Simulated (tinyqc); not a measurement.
Gate work function from the charge.

Inverse problem. For an undoped double gate, Q = 8 eps0 eps_r Vt beta tan(beta)/ts with 0 < beta < pi/2, and at the source (Vg - dphi)/(2 Vt) - ln[(2/ts) sqrt(2 eps0 eps_r Vt/(q ni))] = ln(beta) - ln(cos beta) + 2 r beta tan(beta), r = eps_r tox/(eox ts). Find beta and dphi.

Parameters, values chosen for the exercise; material values close to those of gallium arsenide:
```
symbol,value,unit,meaning
T,273,K,temperature
eps_r,13,,relative permittivity of the semiconductor
eox,7.86,,relative permittivity of the gate insulator
tox,5.9,nm,insulator thickness
ts,12,nm,body thickness
Vg,0.94,V,gate voltage
```

Constants: q = 1.602176634e-19 C, kB = 1.380649e-23 J/K, Vt = kB T/q, eps0 = 8.8541878128e-14 F/cm where lengths are in cm. Results are converted to the units shown.

Qs = 703.25146 nC/cm^2
ni = 88522.767 cm^-3

Answer. beta tan(beta) rises from 0 without bound on the interval, so the charge fixes beta; the second relation is then explicit in dphi. At this charge the surface density passes 0.3 Nc, so the classical Boltzmann model is only formal.

beta = 1.26
dphi = -0.130 V

tinyqc, about 0.01 s, one thread, Intel Xeon 2.30GHz (shared host): `OMP_NUM_THREADS=1 python tinyqc.py 2440051 2440052 out.jsonl`
